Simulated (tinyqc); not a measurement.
Koster-Slater impurity in a tight-binding band, by Green functions and by supercells: one step, computed by the program tinyqc.

One orbital per site, e(k) = -2 t sum cos(k_i) over 2 direction(s), band from -4 t to 4 t, lattice constant 1. One site has the extra energy U. Spin is left out.

Question. The host Green function outside the band. Outside the band G0(E) = (2/(pi E)) K(m), m = 16 t^2/E^2, K the complete elliptic integral with parameter m. A bound state solves 1/U = G0(E). Energies: 0.05, 0.2, 0.5, 1, 2, 4 and 8 t beyond the band edge on the side of U, rounded to four digits.

Inputs (values chosen for the exercise, for a model band): hopping t = 1.3 eV; impurity potential U = -4.42 eV.

Lattice: square.

Give: Scan on the side of U.

Answer.

Scan on the side of U:
```
E (eV),G0 (1/eV),1/U - G0 (1/eV)
-5.265,-0.39345,0.16721
-5.460,-0.30460,0.07836
-5.850,-0.24326,0.01701
-6.500,-0.19542,-0.03082
-7.800,-0.14770,-0.07854
-10.400,-0.10319,-0.12305
-15.600,-0.06600,-0.16024
```

G0 diverges at the band edge, so any U binds a state, exponentially weakly when U is small.
